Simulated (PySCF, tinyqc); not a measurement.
Worked calculation: LCCD on RHF in the sto-3g basis, for H4, spin multiplicity 1. The lowest restricted solution is unstable here: a spin-polarised one lies 0.0023 hartree lower (PySCF). Computed by tinyqc, a small Python program that keeps every step (integrals from PySCF). Settings: charge = 0, multiplicity = 1, basis = sto-3g, method = RHF, energy threshold = 1e-10, iteration cap = 76, orthogonalisation = symmetric, start = Wolfsberg-Helmholz matrix, DIIS depth = 6, amplitude equations = LCCD, DIIS depth for amplitudes = 6, cap on updates = 78. Command: `OMP_NUM_THREADS=1 python tinyqc.py 31490 31491 out.jsonl` (the two numbers bound the seeds that draw the settings). One thread of a shared host (Intel(R) Xeon(R) Processor @ 2.60GHz), about 0.06 s of CPU time with the checks. The early iterations of the SCF are left out here.

## One-electron integrals

Geometry (angstrom):
```
atom,x,y,z
H,0.000000,0.000000,0.000000
H,0.000000,0.000000,1.154000
H,0.000000,0.000000,2.569000
H,0.000000,0.000000,3.723000
```

Basis sto-3g: exponents (1/bohr^2) and contraction coefficients of normalised primitives:
```
element,l (shell),exponent,coefficient
H,s (1),3.425251,0.154329
H,s (1),0.623914,0.535328
H,s (1),0.168855,0.444635
```

Overlap, kinetic and nuclear-attraction integrals over the contracted functions; the nuclear repulsion is the sum of Za Zb / Rab.

nuclear repulsion = 1.84520371 hartree

overlap S, lower triangle:
```
,1H 1s,2H 1s,3H 1s,4H 1s
1H 1s,1.000000
2H 1s,0.410646,1.000000
3H 1s,0.043456,0.289583,1.000000
4H 1s,0.003531,0.043456,0.410646,1.000000
```

kinetic energy T (hartree), lower triangle:
```
,1H 1s,2H 1s,3H 1s,4H 1s
1H 1s,0.760032
2H 1s,0.063682,0.760032
3H 1s,-0.010215,0.018008,0.760032
4H 1s,-0.002060,-0.010215,0.063682,0.760032
```

nuclear attraction V (hartree), lower triangle:
```
,1H 1s,2H 1s,3H 1s,4H 1s
1H 1s,-2.025615
2H 1s,-0.792702,-2.255283
3H 1s,-0.077601,-0.557038,-2.255283
4H 1s,-0.006031,-0.077601,-0.792702,-2.025615
```

core Hamiltonian H = T + V (hartree), lower triangle:
```
,1H 1s,2H 1s,3H 1s,4H 1s
1H 1s,-1.265584
2H 1s,-0.729020,-1.495252
3H 1s,-0.087816,-0.539030,-1.495252
4H 1s,-0.008090,-0.087816,-0.729020,-1.265584
```

## Two-electron integrals

Functions are numbered as in S; the eight-fold symmetry (ij|kl) = (ji|kl) = (kl|ij) leaves the list below.

Two-electron integrals (ij|kl) in chemists' order, unique and non-zero (hartree):
```
i,j,k,l,(ij|kl)
1,1,1,1,0.774606
2,1,1,1,0.244000
2,1,2,1,0.103899
2,2,1,1,0.430822
2,2,2,1,0.244000
2,2,2,2,0.774606
3,1,1,1,0.017532
3,1,2,1,0.008596
3,1,2,2,0.024194
3,1,3,1,0.000904
3,2,1,1,0.083685
3,2,2,1,0.047290
3,2,2,2,0.159120
3,2,3,1,0.006136
3,2,3,2,0.048520
3,3,1,1,0.205912
3,3,2,1,0.110232
3,3,2,2,0.364163
3,3,3,1,0.017532
3,3,3,2,0.159120
3,3,3,3,0.774606
4,1,1,1,0.001032
4,1,2,1,0.000549
4,1,2,2,0.001708
4,1,3,1,0.000068
4,1,3,2,0.000512
4,1,3,3,0.001708
4,1,4,1,0.000006
4,2,1,1,0.009788
4,2,2,1,0.005326
4,2,2,2,0.017532
4,2,3,1,0.000741
4,2,3,2,0.006136
4,2,3,3,0.024194
4,2,4,1,0.000068
4,2,4,2,0.000904
4,3,1,1,0.069530
4,3,2,1,0.035411
4,3,2,2,0.110232
4,3,3,1,0.005326
4,3,3,2,0.047290
4,3,3,3,0.244000
4,3,4,1,0.000549
4,3,4,2,0.008596
4,3,4,3,0.103899
4,4,1,1,0.142137
4,4,2,1,0.069530
4,4,2,2,0.205912
4,4,3,1,0.009788
4,4,3,2,0.083685
4,4,3,3,0.430822
4,4,4,1,0.001032
4,4,4,2,0.017532
4,4,4,3,0.244000
4,4,4,4,0.774606
```

## Orthogonalisation

S = U s U^T; symmetric (Loewdin) form X = U s^(-1/2) U^T, so that X^T S X = 1.

eigenvalues of S: 0.459381  0.670464  1.247505  1.622651

X, lower triangle:
```
,1H 1s,2H 1s,3H 1s,4H 1s
1H 1s,1.074386
2H 1s,-0.239156,1.114133
3H 1s,0.031111,-0.176507,1.114133
4H 1s,-0.005708,0.031111,-0.239156,1.074386
```

## Iteration 9 (converged): orbitals

converged F (hartree), lower triangle:
```
,1H 1s,2H 1s,3H 1s,4H 1s
1H 1s,-0.202719
2H 1s,-0.416199,-0.238101
3H 1s,-0.066302,-0.225657,-0.238101
4H 1s,0.009057,-0.066302,-0.416199,-0.202719
```

Diagonalise F' = X^T F X, C = X C', fill 2 alpha and 2 beta electrons from the bottom; D = 2 C_occ C_occ^T. Each column has its largest component positive (the first on a tie).

F' = X^T F X (hartree), lower triangle:
```
,1,2,3,4
1,-0.035193
2,-0.408997,-0.009974
3,0.038160,-0.217877,-0.009974
4,0.008495,0.038160,-0.408997,-0.035193
```

orbital energies (hartree): MO1 -0.511509, MO2 -0.382408, MO3 0.256959, MO4 0.546622

coefficients C:
```
,MO1,MO2,MO3,MO4
1H 1s,0.342264,0.493402,0.689590,-0.613497
2H 1s,0.437231,0.398719,-0.519655,0.842865
3H 1s,0.437231,-0.398719,-0.519655,-0.842865
4H 1s,0.342264,-0.493402,0.689590,0.613497
```

D after iteration 9, lower triangle:
```
,1H 1s,2H 1s,3H 1s,4H 1s
1H 1s,0.721180
2H 1s,0.692755,0.700296
3H 1s,-0.094162,0.064387,0.700296
4H 1s,-0.252603,-0.094162,0.692755,0.721180
```

## Convergence

Stop when the energy changes by less than 1e-10 hartree and every element of the error matrix X^T (F D S - S D F) X is below 3e-06.

Course of the cycle:
```
iteration,E (hartree),change,largest element of the error matrix
1,-1.99926665,-,1.54e-01
2,-2.03364141,-3.44e-02,2.22e-02
3,-2.03463429,-9.93e-04,7.66e-03
4,-2.03473490,-1.01e-04,1.19e-04
5,-2.03473492,-2.30e-08,3.61e-05
6,-2.03473492,-1.53e-09,2.13e-05
7,-2.03473492,-4.06e-10,1.51e-05
8,-2.03473492,-4.08e-10,1.90e-08
9,-2.03473492,-1.78e-15,9.46e-11
```

PySCF RHF in the same basis = -2.03473492 hartree

Converged in 9 iterations.

## Integrals over molecular orbitals

(pq|rs) = sum C_ip C_jq C_kr C_ls (ij|kl), one index at a time.

one-electron integrals over orbitals h = C^T H C (hartree), lower triangle:
```
,1,2,3,4
1,-1.565150
2,0.000000,-1.420872
3,0.121181,0.000000,-1.139182
4,0.000000,-0.101043,0.000000,-0.978972
```

Two-electron integrals over orbitals (pq|rs), unique and non-zero (hartree):
```
p,q,r,s,(pq|rs)
1,1,1,1,0.427846
2,1,2,1,0.180009
2,2,1,1,0.402903
2,2,2,2,0.412668
3,1,1,1,-0.055684
3,1,2,2,0.004984
3,1,3,1,0.111061
3,2,2,1,0.075465
3,2,3,2,0.117948
3,3,1,1,0.405081
3,3,2,2,0.407495
3,3,3,1,-0.002778
3,3,3,3,0.422672
4,1,2,1,0.027541
4,1,3,2,-0.077597
4,1,4,1,0.096831
4,2,1,1,0.061544
4,2,2,2,0.005496
4,2,3,1,-0.108318
4,2,3,3,0.002799
4,2,4,2,0.113087
4,3,2,1,-0.176752
4,3,3,2,-0.078040
4,3,4,1,-0.025770
4,3,4,3,0.188312
4,4,1,1,0.445931
4,4,2,2,0.421825
4,4,3,1,-0.059446
4,4,3,3,0.432621
4,4,4,2,0.066820
4,4,4,4,0.484287
```

## LCCD: starting amplitudes

t_ij^ab = <ij||ab> / (e_i + e_j - e_a - e_b), whose energy is MP2.

Starting amplitudes (spin orbitals 1a, 1b, ...; amplitudes related by a flip of all spins are not repeated):
```
from,to,t
2a 2b,3a 3b,-0.092238
1a 1b,3a 3b,-0.072262
1a 2b,3a 4b,0.063811
2a 2b,4a 4b,-0.060863
1a 1b,4a 4b,-0.045756
1a 2b,3b 4a,-0.045713
1a 2a,3a 4a,0.018098
```

correlation energy = -0.05224814 hartree

## LCCD: amplitude update 1

t_ij^ab D_ij^ab are set to the remaining terms of the spin-orbital equations, evaluated with the old amplitudes; for the doubles these are <ij||ab> + 1/2 <ab||ef> t_ij^ef + 1/2 <mn||ij> t_mn^ab + P(ij)P(ab) <mb||ej> t_im^ae, D the orbital-energy denominators (linear CCD).

Amplitudes after update 1 (spin orbitals 1a, 1b, ...; amplitudes related by a flip of all spins are not repeated):
```
from,to,t
2a 2b,3a 3b,-0.140332
1a 1b,3a 3b,-0.095248
1a 2b,3a 4b,0.094569
2a 2b,4a 4b,-0.076849
1a 2b,3b 4a,-0.073045
1a 1b,4a 4b,-0.065076
1a 2a,3a 4a,0.021523
```

correlation energy = -0.07526794 hartree

## LCCD: amplitude update 2

As before.

Amplitudes after update 2 (spin orbitals 1a, 1b, ...; amplitudes related by a flip of all spins are not repeated):
```
from,to,t
2a 2b,3a 3b,-0.168914
1a 2b,3a 4b,0.108022
1a 1b,3a 3b,-0.103982
1a 2b,3b 4a,-0.084945
2a 2b,4a 4b,-0.082024
1a 1b,4a 4b,-0.075810
1a 2a,3a 4a,0.023077
```

correlation energy = -0.08609058 hartree

## LCCD: convergence

E_corr = 1/4 sum <ij||ab> t_ij^ab; stop when the norm of the change is below 1e-8.

Course of the amplitude iterations:
```
update,correlation energy (hartree),norm of the change
0,-0.05224814,-
1,-0.07526794,1.66e-01
2,-0.08609058,8.21e-02
3,-0.09639769,4.27e-02
4,-0.09665679,9.69e-03
5,-0.09667985,2.01e-03
6,-0.09671166,4.46e-04
7,-0.09671359,4.90e-05
8,-0.09671359,4.53e-07
9,-0.09671359,1.48e-07
10,-0.09671359,7.15e-11
```

Converged amplitudes (spin orbitals 1a, 1b, ...; amplitudes related by a flip of all spins are not repeated):
```
from,to,t
2a 2b,3a 3b,-0.211031
1a 2b,3a 4b,0.123268
1a 1b,3a 3b,-0.100632
1a 2b,3b 4a,-0.093684
1a 1b,4a 4b,-0.090823
2a 2b,4a 4b,-0.077734
1a 2a,3a 4a,0.029584
```

LCCD total energy = -2.13144851 hartree

Converged in 10 updates, with DIIS from the third.
